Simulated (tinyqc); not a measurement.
Classical nucleation, growth and JMAK kinetics of crystallisation from a melt or glass: one step, computed by the program tinyqc.

A spherical nucleus cap on a flat wall with a sharp interface of isotropic energy gamma; lambda = Omega^(1/3) is the jump distance.

Problem. Steady nucleation rate. Driving force per volume: dG = H [(T_m - T)/T_m] [2 T/(T_m + T)]. Shape factor f = (2 + cos theta)(1 - cos theta)^2/4. W(r) = f [4 pi r^2 gamma - (4/3) pi r^3 dG]; r* = 2 gamma/dG; W* = f 16 pi gamma^3/(3 dG^2); n* = f (4/3) pi r*^3/Omega. D = D0 exp(-Q/(k_B T)); attachment rate k+ = (A*/lambda^2) D/lambda^2 with A* = 2 pi r*^2 (1 - cos theta); Zeldovich factor Z = sqrt(W*/(3 pi k_B T))/n*; sites per volume N = S_v/lambda^2; I = N Z k+ exp(-W*/(k_B T)); lag time = 1/(4 pi Z^2 k+).

Inputs (values chosen for the exercise, for a model substance):
```
quantity                        value        unit
melting point T_m                1040           K
heat of melting per volume H      554      J/cm^3
interface energy gamma         0.0829       J/m^2
atomic volume Omega                28  angstrom^3
temperature T                     629           K
diffusion prefactor D0        4.1e-06       m^2/s
activation energy Q              1.15          eV
contact angle theta               145     degrees
wall area per volume S_v      5.5e+06         1/m
```

Nucleation: on a flat wall. Driving force: Thompson-Spaepen.

Constants: k_B = 8.617333262e-05 eV/K; k_B = 1.380649e-23 J/K.

Give: diffusivity D; attachment rate k+; Zeldovich factor Z; sites N; nucleation rate I; lag time.

Solution.

diffusivity D = 2.5036e-15 m^2/s

attachment rate k+ = 3.3974e+06 1/s

Zeldovich factor Z = 0.013800

sites N = 5.9647e+25 1/m^3

nucleation rate I = 2.0935e+13 1/(m^3 s)

lag time = 1.2300e-04 s

Caution: homogeneous nucleation, left out here, would be as fast or faster: the wall offers too few sites or too small a cut in the barrier.
